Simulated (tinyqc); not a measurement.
Cluster expansion of a binary alloy: correlations, fit, cross-validation and ground states: one step, computed by the program tinyqc. Command: `OMP_NUM_THREADS=1 python tinyqc.py 3010209 3010210 out.jsonl clex walk`. One thread of a shared host (Intel(R) Xeon(R) Processor @ 2.30GHz), about 0.08 s of CPU time with the checks.

s = +1 for A and -1 for B. Energy per site E = J0 + J1 P(point) + sum over clusters of m V P, with P the mean product of spins; V > 0 on a pair favours unlike neighbours. Clusters per site m: pair 1 2, pair 2 2, pair 3 2, triplet 4; the triplet is two first-neighbour bonds at a right angle. Formation energies are counted from the line between pure A and pure B, which removes J0 and J1.

Question. The random alloy and its short-range order. Random alloy: P(pair) = p^2, P(triplet) = p^3, p = 1 - 2x, so H_mix = (p^2 - 1) sum m V(pairs) + (p^3 - p) m Vt; G_mix = H_mix + k_B T [x ln x + (1 - x) ln(1 - x)]. To first order in 1/T the Warren-Cowley parameter of shell 1 is alpha_1 = -(1 - p^2) V_eff/(k_B T), V_eff = V1 + (number of triplets on a first-neighbour bond) p Vt, that number being 4.

Inputs (values chosen for the exercise, for a model alloy): first-pair interaction V1 = 25.5 meV; second-pair interaction V2 = 5.8 meV; third-pair interaction V3 = 1.9 meV; triplet interaction Vt = 4 meV; temperature T = 1300 K; fraction x of B = 0.89.

Lattice: square.

Constants: k_B = 8.617333262e-05 eV/K.

Give: mixing enthalpy H_mix; mixing free energy G_mix; alpha_1.

Answer.

mixing enthalpy H_mix = -21.12 meV/site

mixing free energy G_mix = -59.93 meV/site

alpha_1 = -0.04551

alpha_1 < 0: unlike neighbours are preferred.
